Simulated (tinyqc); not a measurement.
Coverage and depolarisation: effective work function and flat-band voltage of a metal/high-k/SiO2/Si stack with a dipole layer.

Constants: e^2/(4 pi eps0) = 14.39964547 eV angstrom.

Inputs chosen for the exercise (a stack on Si capped with a lanthanum-like oxide; not measured data):

| symbol | value | unit | meaning |
|---|---|---|---|
| qd | 0.42 | e | charge of a dipole |
| dd | 1.4 | angstrom | its length |
| ed | 8.4 |  | dielectric constant in the dipole layer |
| al | 2.2 | angstrom^3 | polarisability volume of a dipole |

Size of the step: linear D0 = 4 pi e2 N qd dd/ed, and D0/(1 + 9 al N^(3/2)), N in angstrom^-2, a Topping factor applied on top of ed as a model choice.

Results:

| N (cm^-2) | D0 (eV) | 9 al N^(3/2) | D (eV) |
|---|---|---|---|
| 2.0e+13 | 0.0253 | 0.0018 | 0.0253 |
| 5.0e+13 | 0.0633 | 0.0070 | 0.0629 |
| 1.0e+14 | 0.1267 | 0.0198 | 0.1242 |
| 2.0e+14 | 0.2533 | 0.0560 | 0.2399 |
| 4.0e+14 | 0.5067 | 0.1584 | 0.4374 |
| 7.0e+14 | 0.8867 | 0.3667 | 0.6488 |
| 1.0e+15 | 1.2667 | 0.6261 | 0.7789 |

Depolarisation takes off 1.9 % at 1e14 and 27 % at 7e14 cm^-2. D would peak at N = (2/(9 al))^(2/3) = 2.2e+15 cm^-2, beyond the table.

tinyqc: `OMP_NUM_THREADS=1 python tinyqc.py 1850964 1850965 out.jsonl`; about 0.01 s, one thread, shared Intel(R) Xeon(R) Processor @ 2.30GHz.
